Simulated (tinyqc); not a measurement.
## Gate voltage for a given inversion charge

Problem. p-type body, charge-sheet picture, depletion and inversion only, full ionisation (an idealisation for deep acceptors), Boltzmann statistics (rough once Na exp(x - xn) passes about Nc/7). In units of Vt: xg = (Vg - Vfb)/Vt, x = psi/Vt, G = gamma/sqrt(Vt), xn = (2 phiF + Vc)/Vt. The implicit equation is (xg - x)^2 = G^2 [x - 1 + exp(x - xn)] for x above about 3. Cox = eps0 eox/tox. ni = sqrt(Nc Nv) exp(-Eg/(2 Vt)), Eg in volts; phiF = Vt ln(Na/ni); gamma = sqrt(2 q eps0 eps_r Na)/Cox. N_inv = (Cox Vt G/q) [sqrt(x - 1 + exp(x - xn)) - sqrt(x - 1)]. Find x - xn, psi and Vg.

Values chosen for this exercise; band and dielectric values close to those of silicon: temperature T = 300 K; band gap Eg = 1.1 eV; relative permittivity eps_r = 11.6; conduction-band density of states at T Nc = 2.78e19 cm^-3; valence-band density of states at T Nv = 2.61e19 cm^-3; relative permittivity of the gate insulator (close to silicon dioxide) eox = 3.9; insulator thickness tox = 2.3 nm; acceptor density Na = 3.7e16 cm^-3; flat-band voltage Vfb = -0.98 V; channel-body voltage Vc = 0 V.

Constants: q = 1.602176634e-19 C, kB = 1.380649e-23 J/K, Vt = kB T/q, eps0 = 8.8541878128e-14 F/cm where lengths are in cm. Results are converted to the units shown.

N_inv = 4.9e10 cm^-2

Solution. N_inv rises steadily with x, so it fixes x; the implicit equation then gives xg directly.

x - xn = 1.62
psi = 0.801 V
Vg = -0.109 V

Program tinyqc, `OMP_NUM_THREADS=1 python tinyqc.py 2122007 2122008 out.jsonl`; Intel Xeon 2.30GHz, shared host, one thread, about 0.01 s.
